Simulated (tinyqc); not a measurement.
Stretching all distances: RHF, UHF, MP2, CISD and CCSD against full CI in the sto-3g basis, for BeH+, spin multiplicity 1. Computed by the program tinyqc with PySCF. All coordinates are multiplied by the scale. c0^2 is the weight of the RHF determinant in the lowest singlet FCI state (UHF is spin-contaminated and may lie near states of higher spin) and n(LUMO) the first natural occupation beyond the occupied space.

Geometry (angstrom):

| atom | x | y | z |
|---|---|---|---|
| Be | 0.0000 | 0.0000 | 0.0000 |
| H | 0.0000 | 0.0000 | 1.1900 |

Full CI energy (hartree) and errors against it (kcal/mol):

| scale | distance 1-2 (angstrom) | E(FCI) | RHF | UHF | MP2 | CISD | CCSD | <S^2> UHF | c0^2 | n(LUMO) |
|---|---|---|---|---|---|---|---|---|---|---|
| 0.9500 | 1.1305 | -14.663176 | 10.4747 | 10.4747 | 3.2228 | 0.0075 | 0.0061 | 0.0000 | 0.9850 | 0.0187 |
| 1.1900 | 1.4161 | -14.685054 | 14.6175 | 14.6175 | 5.0971 | 0.0127 | 0.0103 | 0.0000 | 0.9731 | 0.0393 |
| 1.4200 | 1.6898 | -14.664614 | 21.2641 | 21.0081 | 8.2753 | 0.0217 | 0.0178 | 0.1319 | 0.9483 | 0.0832 |
| 1.6600 | 1.9754 | -14.634169 | 31.0271 | 18.9388 | 13.0405 | 0.0373 | 0.0297 | 0.6417 | 0.9032 | 0.1665 |
| 2.1400 | 2.5466 | -14.588440 | 54.9804 | 7.4361 | 23.9764 | 0.0814 | 0.0563 | 0.9109 | 0.7561 | 0.4267 |
| 2.3700 | 2.8203 | -14.577026 | 66.1398 | 4.0300 | 28.2803 | 0.1035 | 0.0662 | 0.9559 | 0.6663 | 0.5654 |
| 2.6100 | 3.1059 | -14.570452 | 76.3850 | 1.9809 | 31.2982 | 0.1235 | 0.0740 | 0.9803 | 0.5756 | 0.6957 |

Estimate the missing row, scale = 1.9.

Computed row:
```
scale   distance 1-2 (angstrom)      E(FCI)      RHF      UHF      MP2    CISD    CCSD  <S^2> UHF    c0^2  n(LUMO)
1.9000                   2.2610  -14.607514  42.7368  12.7074  18.5928  0.0580  0.0435     0.8240  0.8386   0.2859
```

UHF parts from RHF first at scale 1.42 of those listed, where <S^2> leaves zero. The weight c0^2 goes from 0.99 to 0.58 and n(LUMO) from 0.02 to 0.70: static correlation grows as the bonds break into open-shell fragments. The spread of the error along the curve, which distorts its shape, is CCSD 0.1, CISD 0.1, UHF 19.0, MP2 28.1, RHF 65.9 kcal/mol.
